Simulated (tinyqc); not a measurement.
# Metal gate on a two-layer dielectric stack with fixed charge and a dipole: flat band against the thickness t2

Gate, layer 2, layer 1, p-type semiconductor; x runs from the gate inwards. Charges are counted in units of +q. psi is the band bending at the surface, positive towards inversion. Classical charge, Boltzmann statistics, no interface traps.

EOT = 3.9 (t1/e1 + t2/e2), Cox = eps0/(t1/e1 + t2/e2); phi_ms = pM - (chi + Eg - Vt ln(Nv/Na)). Vfb = phi_ms + Vd - (q/eps0) [Q1 (t1/e1 + t2/e2) + Q2 t2/e2 + r1 (t1^2/(2 e1) + t1 t2/e2) + r2 t2^2/(2 e2)]: each charge counts with its electrical distance from the gate. ni = sqrt(Nc Nv) exp(-Eg/(2 Vt)), Eg in volts, pB = Vt ln(Na/ni), Vth = Vfb + 2 pB + sqrt(4 q eps0 eps_r Na pB)/Cox.

Inputs (values chosen for the exercise); band and dielectric values close to those of silicon, layer 1 close to silicon dioxide, layer 2 close to hafnium oxide: temperature T = 300 K; band gap Eg = 1.11 eV; relative permittivity eps_r = 11.8; conduction-band density of states at T Nc = 2.81e19 cm^-3; valence-band density of states at T Nv = 2.6e19 cm^-3; electron affinity chi = 4.13 eV; acceptor density Na = 4.6e17 cm^-3; work function of the gate metal pM = 5.11 eV; thickness of layer 1, next to the semiconductor t1 = 1.2 nm; relative permittivity of layer 1 e1 = 4.02; relative permittivity of layer 2 e2 = 22.3; fixed charge at the semiconductor interface Q1 = 1.4e11 cm^-2; fixed charge between the layers Q2 = 5.1e11 cm^-2; uniform charge density in layer 1 r1 = 0 cm^-3; uniform charge density in layer 2 r2 = -1.9e18 cm^-3; flat-band shift by a dipole layer between the layers Vd = 0 V.

Constants: q = 1.602176634e-19 C, kB = 1.380649e-23 J/K, Vt = kB T/q, eps0 = 8.8541878128e-14 F/cm where lengths are in cm. Results are converted to the units shown.

Results:
```
t2 (nm),EOT (nm),Vfb (V),Vth (V)
1,1.339,-0.03776,1.006
2.3,1.566,-0.04131,1.027
3.6,1.794,-0.04226,1.050
4.9,2.021,-0.04059,1.077
6.1,2.231,-0.03675,1.103
7.4,2.458,-0.03008,1.134
10,2.913,-0.008916,1.204
```

Estimate the missing row, t2 = 8.7 nm.

Computed row:
```
t2 (nm),EOT (nm),Vfb (V),Vth (V)
8.7,2.686,-0.02080,1.168
```

With this row back in the table: Vfb goes from -0.0378 through a minimum of -0.0423 (at t2 = 3.6 nm among the rows listed) to -0.00892 V and Vth rises from 1.01 to 1.20 V. The slope dVfb/dEOT is -15.6 mV/nm between the first two rows and 52.3 between the last two: the charge inside the growing layer bends the line. A line through the end rows meets EOT = 0 at -0.0623 V, against phi_ms + Vd = -0.0257 V; an effective work function read from it is off by -36.6 mV from pM.

Computed by the program tinyqc: `OMP_NUM_THREADS=1 python tinyqc.py 2010156 2010157 out.jsonl`, one thread of a shared Intel Xeon 2.30GHz, about 0.01 s for the whole run.
